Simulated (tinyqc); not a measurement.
Inside a calculation. Method: CCD on RHF in the sto-3g basis, for BeH2, spin multiplicity 1. One step of it, computed by the program tinyqc.

Task: Orthogonalisation. S = U s U^T; symmetric (Loewdin) form X = U s^(-1/2) U^T, so that X^T S X = 1.

overlap S, lower triangle:
```
           1Be 1s    1Be 2s   1Be 2px    1Be 2py   1Be 2pz     2H 1s     3H 1s
1Be 1s   1.000000
1Be 2s   0.259517  1.000000
1Be 2px  0.000000  0.000000  1.000000
1Be 2py  0.000000  0.000000  0.000000   1.000000
1Be 2pz  0.000000  0.000000  0.000000   0.000000  1.000000
2H 1s    0.075072  0.474184  0.000000   0.535496  0.000000  1.000000
3H 1s    0.075072  0.474184  0.000000  -0.535496  0.000000  0.040168  1.000000
```

Give: eigenvalues of S; X.

Result:

eigenvalues of S: 0.222  0.329  0.934  1.000  1.000  1.737  1.777

X, lower triangle:
```
         1Be 1s  1Be 2s  1Be 2px  1Be 2py  1Be 2pz   2H 1s  3H 1s
1Be 1s    1.028
1Be 2s   -0.153   1.281
1Be 2px   0.000   0.000    1.000
1Be 2py   0.000   0.000    0.000    1.422
1Be 2pz   0.000   0.000    0.000    0.000    1.000
2H 1s     0.017  -0.332    0.000   -0.481    0.000   1.339
3H 1s     0.017  -0.332    0.000    0.481    0.000  -0.119  1.339
```
